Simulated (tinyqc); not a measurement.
Speed against selectivity over temperature: anisotropic wet etching of Si(100): plane rates, V-grooves, membranes and undercut. Computed by tinyqc, a small Python program. Command: `OMP_NUM_THREADS=1 python tinyqc.py 3012721 3012722 out.jsonl wetetch walk`. One thread of a shared host (Intel(R) Xeon(R) Processor @ 2.30GHz), about 0.01 s of CPU time with the checks.

A long slot opens the mask on a (100) wafer. The floor etches at R100; (111) walls stand at theta = arctan(sqrt2) = 54.7356 degrees to the surface and recede at R111 along their normal.

Inputs (values chosen for the exercise, close to those used for potassium hydroxide solutions):
```
quantity,value,unit
prefactor k0 of the (100) rate,4.6e+08,um/min
"activation energy of (100), E",0.598,eV
ratio (100)/(111) at 80 C,81,-
"extra energy of (111), dE",0.071,eV
ratio (100)/oxide at 80 C,150,-
"extra energy of the oxide, dE_ox",0.27,eV
misalignment of the mask,1,degrees
wafer thickness d,380,um
membrane thickness wanted,46,um
```

Constants: k_B = 8.617333262e-05 eV/K.

Method:
- R100 = k0 exp(-E/(k_B T)); a ratio given at 80 C scales as exp[(extra energy/k_B)(1/T - 1/353.15 K)]; R111 and R_ox follow by division.
- Temperatures in kelvin are T(C) + 273.15.
- Each row etches to the depth d - membrane; undercut per side = (R111/sin(theta) + R100 sin(misalignment)) x time.

Etching to a fixed depth:
```
T (C),R100 (um/min),R100/R111,time (h),undercut (um),oxide consumed (nm)
30,0.0526,119.02,105.78,9.266,515.4
40,0.1093,109.12,50.93,9.578,716.9
50,0.2170,100.59,25.65,9.896,977.1
60,0.4134,93.18,13.46,10.219,1307.2
70,0.7587,86.70,7.34,10.547,1719.4
80,1.3451,81.00,4.14,10.879,2226.7
90,2.3107,75.96,2.41,11.214,2842.9
100,3.8561,71.48,1.44,11.552,3582.4
```

From 30 to 100 C the time falls by a factor 73.3, while the oxide loss grows by 6.95 and the undercut by 1.25: the slower planes and the mask have the higher activation energies, so heat costs selectivity. Misalignment gives 5.83 um of the undercut at any T.
